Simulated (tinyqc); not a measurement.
Pariser-Parr-Pople SCF with singles CI, for the molecule [CH2+]c1ccncc1 (SMILES; centres numbered as the heavy atoms are written), step by step. One step of it, computed by the program tinyqc.

Question. Iteration 3: Fock matrix. F_rr = H_rr + P_rr gamma_rr / 2 + sum_(s != r) P_ss gamma_rs; F_rs = H_rs - P_rs gamma_rs / 2; E = tr P (H + F) / 2 + core repulsion sum_(r<s) z_r z_s gamma_rs.

P after iteration 2, lower triangle:
```
,1C,2C,3C,4C,5N,6C,7C
1C,0.499384
2C,0.692552,0.995703
3C,0.305890,0.489739,0.856952
4C,-0.066526,0.027575,0.679643,0.868283
5N,-0.271600,-0.197848,0.165915,0.643844,1.054443
6C,-0.066526,0.027575,-0.315773,-0.036083,0.643844,0.868283
7C,0.305890,0.489739,-0.238682,-0.315773,0.165915,0.679643,0.856952
```

core matrix H (eV), lower triangle:
```
,1C,2C,3C,4C,5N,6C,7C
1C,-32.665380
2C,-2.510000,-38.516999
3C,0.000000,-2.510000,-37.056627
4C,0.000000,0.000000,-2.510000,-36.128298
5N,0.000000,0.000000,0.000000,-2.640000,-39.163465
6C,0.000000,0.000000,0.000000,0.000000,-2.640000,-36.128298
7C,0.000000,-2.510000,0.000000,0.000000,0.000000,-2.510000,-37.056627
```

repulsion gamma_rs (eV), lower triangle:
```
,1C,2C,3C,4C,5N,6C,7C
1C,11.130000
2C,5.345539,11.130000
3C,3.872515,5.346287,11.130000
4C,2.881267,3.872515,5.345539,11.130000
5N,2.652277,3.573855,3.940988,5.477679,12.300000
6C,2.881267,3.872515,3.518103,3.873196,5.477679,11.130000
7C,3.872515,5.346287,3.873196,3.518103,3.940988,5.345539,11.130000
```

Centres (angstrom, eV; a flat drawing with bonds scaled to 1.40 angstrom):
```
centre,x,y,core charge z,W,gamma_rr
1C,2.400000,0.000000,1,11.160000,11.130000
2C,1.000000,0.000000,1,11.160000,11.130000
3C,0.300000,1.212000,1,11.160000,11.130000
4C,-1.100000,1.212000,1,11.160000,11.130000
5N,-1.800000,0.000000,1,14.100000,12.300000
6C,-1.100000,-1.212000,1,11.160000,11.130000
7C,0.300000,-1.212000,1,11.160000,11.130000
```

Give: F; pi energy.

Answer.

F (eV), lower triangle:
```
,1C,2C,3C,4C,5N,6C,7C
1C,-10.1264
2C,-4.3610,-10.6501
3C,-0.5923,-3.8191,-9.8597
4C,0.0958,-0.0534,-4.3265,-9.2669
5N,0.3602,0.3535,-0.3269,-4.4034,-11.5288
6C,0.0958,-0.0534,0.5555,0.0699,-4.4034,-9.2669
7C,-0.5923,-3.8191,0.4622,0.5555,-0.3269,-4.3265,-9.8597
```

pi energy = -84.1200 eV
